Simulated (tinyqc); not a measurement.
## AlGaN/GaN HEMT with access regions, lumped model: field plate: effect of the insulator under the field plate

A polarisation-induced electron sheet under a Schottky gate, in series with two ungated access regions and contacts. Drift law v = mu E/(1 + mu E/vs) under the gate. Currents in mA/mm, resistances in ohm mm. No self-heating, no channel-length modulation; fits for polarisation, barrier and offset are chosen for the exercise.

sigma = (5e13 x + 1.6e13 x^2) cm^-2, phiB = 0.84 + 1.3 x, dEc = 0.7 (1.71 x + x^2) in volts, Cb = eps0 eps_r/d, VT = phiB - dEc - q sigma/Cb, access density n0 = -Cb VT/q. Off state: a depleted stretch that holds the voltage V has the peak field sqrt(k V), k = 2 q n0/(eps0 eps_r te), so one edge holds V1 = Ec^2/k. The sheet under the plate pinches off at Vf = q n0 (1/Cb + tf/(eps0 ei)); beyond it the gate edge is screened. BV = V1 if Vf >= V1, else Vf + V1, and at most Ec Ld.

Inputs (values chosen for the exercise); values close to those of AlGaN/GaN structures: aluminium share of the barrier x = 0.25; barrier thickness d = 30 nm; relative permittivity of barrier and channel eps_r = 9.4; drain access length Ld = 8 um; critical field Ec = 2.8 MV/cm; depth over which the depleted charge spreads te = 0.16 um; relative permittivity of that insulator ei = 3.9.

Constants: q = 1.602176634e-19 C, eps0 = 8.8541878128e-14 F/cm where lengths are in cm. Results are converted to the units shown.

The same in every row: V1 (V) = 26.979; Ec Ld (V) = 2240.0.

Result of one run:
```
tf (nm)	Vf (V)	BV (V)
5.3	9.9440	36.923
```

What becomes of these results when the insulator under the field plate tf is changed from 5.3 to 17 nm, all else the same?

Result of the changed run:
```
tf (nm)	Vf (V)	BV (V)
17	16.500	43.479
```

The whole series:
```
tf (nm)	Vf (V)	BV (V)
3.6	8.9915	35.971
5.3	9.9440	36.923
7.9	11.401	38.380
12	13.698	40.677
17	16.500	43.479
26	21.543	48.522
38	28.267	26.979
57	38.913	26.979
```

BV goes from 36.0 through a maximum of 48.5 (at tf = 26 nm among the rows listed) to 27.0 V. The plate helps (Vf < V1) in 6 of the 8 rows, and the access length caps BV in 0. The best thickness makes Vf just under V1, tf = 35.7 nm, where both edges reach Ec together and BV nears 2 V1.

Numbers from tinyqc (`OMP_NUM_THREADS=1 python tinyqc.py 2570108 2570109 out.jsonl`; about 0.02 s on one thread of a shared Intel Xeon 2.30GHz).
